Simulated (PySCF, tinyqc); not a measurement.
Worked calculation: coupled-perturbed Hartree-Fock on RHF in the sto-3g basis, for H6, spin multiplicity 1. The lowest restricted solution is unstable here: a spin-polarised one lies 0.0370 hartree lower (PySCF). One step of it, computed by the program tinyqc.

Problem. Coupled step 2. U_ai = -(mu_ai + sum_bj [4 (ai|bj) - (ab|ij) - (aj|bi)] U_bj) / (e_a - e_i); alpha = -4 sum U_ai mu_ai.

U after step 1:
```
,i1,i2,i3
a4,-0.220155,-0.004023,-6.390880
a5,-0.000111,-0.769339,-0.002797
a6,-0.102816,-0.000120,-0.160848
```

dipole integrals <a|z|i> (bohr):
```
,i1,i2,i3
a4,0.163766,0.001421,2.873194
a5,0.000618,0.377279,0.001100
a6,0.074284,0.000573,0.182950
```

orbital energies (hartree): MO1 -0.611570, MO2 -0.493804, MO3 -0.289776, MO4 0.149831, MO5 0.501639, MO6 0.842127

Two-electron integrals over orbitals (pq|rs), unique and non-zero (hartree):
```
p,q,r,s,(pq|rs)
1,1,1,1,0.409671
2,1,1,1,-0.000196
2,1,2,1,0.134466
2,2,1,1,0.333320
2,2,2,1,0.000263
2,2,2,2,0.357931
3,1,1,1,-0.075589
3,1,2,1,-0.000033
3,1,2,2,0.022606
3,1,3,1,0.095767
3,2,1,1,-0.000058
3,2,2,1,0.091428
3,2,2,2,0.000281
3,2,3,1,-0.000066
3,2,3,2,0.117880
3,3,1,1,0.337004
3,3,2,1,-0.000142
3,3,2,2,0.325726
3,3,3,1,-0.014309
3,3,3,2,-0.000196
3,3,3,3,0.347858
4,1,1,1,-0.000110
4,1,2,1,0.053195
4,1,2,2,-0.000053
4,1,3,1,-0.000066
4,1,3,2,-0.019857
4,1,3,3,0.000078
4,1,4,1,0.077784
4,2,1,1,0.080945
4,2,2,1,-0.000137
4,2,2,2,0.016344
4,2,3,1,-0.061192
4,2,3,2,-0.000094
4,2,3,3,-0.004276
4,2,4,1,-0.000047
4,2,4,2,0.088533
4,3,1,1,-0.000124
4,3,2,1,-0.086812
4,3,2,2,-0.000235
4,3,3,1,0.000232
4,3,3,2,-0.086535
4,3,3,3,0.000140
4,3,4,1,-0.006920
4,3,4,2,-0.000124
4,3,4,3,0.119307
4,4,1,1,0.343532
4,4,2,1,-0.000131
4,4,2,2,0.330736
4,4,3,1,-0.015475
4,4,3,2,-0.000171
4,4,3,3,0.344451
4,4,4,1,0.000051
4,4,4,2,0.005484
4,4,4,3,0.000111
4,4,4,4,0.356038
5,1,1,1,0.003883
5,1,2,1,0.000013
5,1,2,2,0.037384
5,1,3,1,0.034529
5,1,3,2,-0.000054
5,1,3,3,-0.018070
5,1,4,1,-0.000019
5,1,4,2,0.025106
5,1,4,3,-4.81e-06
5,1,4,4,-0.010891
5,1,5,1,0.058135
5,2,1,1,0.000057
5,2,2,1,0.048116
5,2,2,2,0.000080
5,2,3,1,-0.000111
5,2,3,2,0.002829
5,2,3,3,0.000009
5,2,4,1,0.049574
5,2,4,2,0.000129
5,2,4,3,0.034526
5,2,4,4,0.000010
5,2,5,1,0.000084
5,2,5,2,0.086755
5,3,1,1,0.081926
5,3,2,1,-0.000132
5,3,2,2,0.016684
5,3,3,1,-0.062453
5,3,3,2,-0.000074
5,3,3,3,0.004036
5,3,4,1,-0.000048
5,3,4,2,0.082491
5,3,4,3,-0.000142
5,3,4,4,0.001240
5,3,5,1,0.018879
5,3,5,2,0.000111
5,3,5,3,0.087951
5,4,1,1,-0.000077
5,4,2,1,0.095080
5,4,2,2,0.000267
5,4,3,1,-0.000064
5,4,3,2,0.113140
5,4,3,3,-0.000209
5,4,4,1,-0.011596
5,4,4,2,-0.000087
5,4,4,3,-0.088291
5,4,4,4,-0.000184
5,4,5,1,-0.000041
5,4,5,2,0.005326
5,4,5,3,-0.000083
5,4,5,4,0.120776
5,5,1,1,0.348777
5,5,2,1,0.000220
5,5,2,2,0.365815
5,5,3,1,0.014608
5,5,3,2,0.000235
5,5,3,3,0.339600
5,5,4,1,-0.000043
5,5,4,2,0.020010
5,5,4,3,-0.000219
5,5,4,4,0.346423
5,5,5,1,0.035161
5,5,5,2,0.000078
5,5,5,3,0.021062
5,5,5,4,0.000238
5,5,5,5,0.389395
6,1,1,1,0.000058
6,1,2,1,-0.001557
6,1,2,2,0.000029
6,1,3,1,-0.000060
6,1,3,2,0.027028
6,1,3,3,-0.000039
6,1,4,1,-0.029361
6,1,4,2,0.000014
6,1,4,3,0.039709
6,1,4,4,-0.000033
6,1,5,1,-0.000068
6,1,5,2,0.038223
6,1,5,3,0.000008
6,1,5,4,0.024928
6,1,5,5,0.000019
6,1,6,1,0.071836
6,2,1,1,0.003857
6,2,2,1,0.000033
6,2,2,2,0.036612
6,2,3,1,0.033486
6,2,3,2,-0.000040
6,2,3,3,-0.012806
6,2,4,1,-5.38e-07
6,2,4,2,0.020479
6,2,4,3,-0.000006
6,2,4,4,-0.014944
6,2,5,1,0.053815
6,2,5,2,0.000100
6,2,5,3,0.022580
6,2,5,4,-0.000040
6,2,5,5,0.036643
6,2,6,1,-0.000063
6,2,6,2,0.056041
6,3,1,1,-0.000092
6,3,2,1,0.052338
6,3,2,2,-0.000033
6,3,3,1,-0.000070
6,3,3,2,-0.014153
6,3,3,3,0.000071
6,3,4,1,0.072404
6,3,4,2,-0.000038
6,3,4,3,-0.007545
6,3,4,4,0.000073
6,3,5,1,-0.000017
6,3,5,2,0.049501
6,3,5,3,-0.000050
6,3,5,4,-0.015137
6,3,5,5,-0.000041
6,3,6,1,-0.027786
6,3,6,2,-0.000005
6,3,6,3,0.076453
6,4,1,1,-0.078609
6,4,2,1,-0.000018
6,4,2,2,0.016801
6,4,3,1,0.093573
6,4,3,2,-0.000051
6,4,3,3,-0.016386
6,4,4,1,-0.000061
6,4,4,2,-0.063439
6,4,4,3,0.000228
6,4,4,4,-0.017939
6,4,5,1,0.032656
6,4,5,2,-0.000110
6,4,5,3,-0.065130
6,4,5,4,-0.000054
6,4,5,5,0.017174
6,4,6,1,-0.000057
6,4,6,2,0.033606
6,4,6,3,-0.000071
6,4,6,4,0.101865
6,5,1,1,-0.000193
6,5,2,1,0.138055
6,5,2,2,0.000273
6,5,3,1,-0.000044
6,5,3,2,0.097288
6,5,3,3,-0.000153
6,5,4,1,0.053224
6,5,4,2,-0.000136
6,5,4,3,-0.092794
6,5,4,4,-0.000136
6,5,5,1,0.000011
6,5,5,2,0.049841
6,5,5,3,-0.000135
6,5,5,4,0.102612
6,5,5,5,0.000244
6,5,6,1,-0.001466
6,5,6,2,0.000031
6,5,6,3,0.056813
6,5,6,4,-0.000031
6,5,6,5,0.154888
6,6,1,1,0.434717
6,6,2,1,-0.000183
6,6,2,2,0.355487
6,6,3,1,-0.080326
6,6,3,2,-0.000053
6,6,3,3,0.361487
6,6,4,1,-0.000101
6,6,4,2,0.087109
6,6,4,3,-0.000149
6,6,4,4,0.370454
6,6,5,1,0.004218
6,6,5,2,0.000075
6,6,5,3,0.090864
6,6,5,4,-0.000070
6,6,5,5,0.380656
6,6,6,1,0.000059
6,6,6,2,0.004878
6,6,6,3,-0.000090
6,6,6,4,-0.088734
6,6,6,5,-0.000193
6,6,6,6,0.484616
```

Give: U after step 2; polarisability.

Solution.

U after step 2:
```
,i1,i2,i3
a4,-0.181,-0.004,-6.447
a5,0.000,-0.804,-0.002
a6,-0.120,0.000,-0.132
```

polarisability = 75.562 bohr^3
